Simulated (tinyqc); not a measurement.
Undoped symmetric double-gate MOSFET, analytic potential model: two steps of the calculation.

An undoped body of thickness ts between two equal insulators and tied gates; long channel, electrons only, n = ni exp((psi - V)/Vt) with V the quasi-Fermi potential (0 at the source, Vd at the drain), constant mobility, no quantisation. Across the body psi(x) = V - 2 Vt ln[(ts/(2 beta)) sqrt(q ni/(2 eps0 eps_r Vt)) cos(2 beta x/ts)], x from the centre. Q is the electron charge per area of the whole body.

Parameters, values chosen for the exercise; material values close to those of silicon: temperature T = 300 K; band gap Eg = 1.12 eV; relative permittivity of the semiconductor eps_r = 11.5; conduction-band density of states at T Nc = 2.85e19 cm^-3; valence-band density of states at T Nv = 2.63e19 cm^-3; relative permittivity of the gate insulator eox = 22.8; insulator thickness tox = 6.3 nm; body thickness ts = 12 nm; gate work function less that of the intrinsic body dphi = 0.22 V.

Constants: q = 1.602176634e-19 C, kB = 1.380649e-23 J/K, Vt = kB T/q, eps0 = 8.8541878128e-14 F/cm where lengths are in cm. Results are converted to the units shown.

Task 1. Constants of the body. ni = sqrt(Nc Nv) exp(-Eg/(2 Vt)), Eg in volts; r = eps_r tox/(eox ts); V0 = dphi + 2 Vt ln[(2/ts) sqrt(2 eps0 eps_r Vt/(q ni))].

Wanted: ni; r; V0.

Result 1.

ni = 1.0711e10 cm^-3
r = 0.26480
V0 = 0.69208 V

Task 2. Potential and electron density across the body at the source. psi(x) as above with V = 0 and beta = beta_s; n = ni exp(psi/Vt).

x/ts, point 0 to 6: 0  0.1  0.2  0.3  0.4  0.45  0.5
beta_s = 1.5041173
ni = 1.0710614e10 cm^-3

Wanted: psi; n.

Result 2.

```
point  psi (V)  n (cm^-3)
0      0.49318  2.0650e18
1      0.49556  2.2638e18
2      0.50317  3.0384e18
3      0.51793  5.3777e18
4      0.54611  1.5997e19
5      0.57256  4.4511e19
6      0.63323  4.6514e20
```

The density at the surface is 225 times that at the centre (1/cos^2 beta). It reaches 16 Nc, where Boltzmann statistics overestimate it.

Program tinyqc, `OMP_NUM_THREADS=1 python tinyqc.py 2440001 2440002 out.jsonl`; Intel Xeon 2.30GHz, shared host, one thread, about 0.01 s.
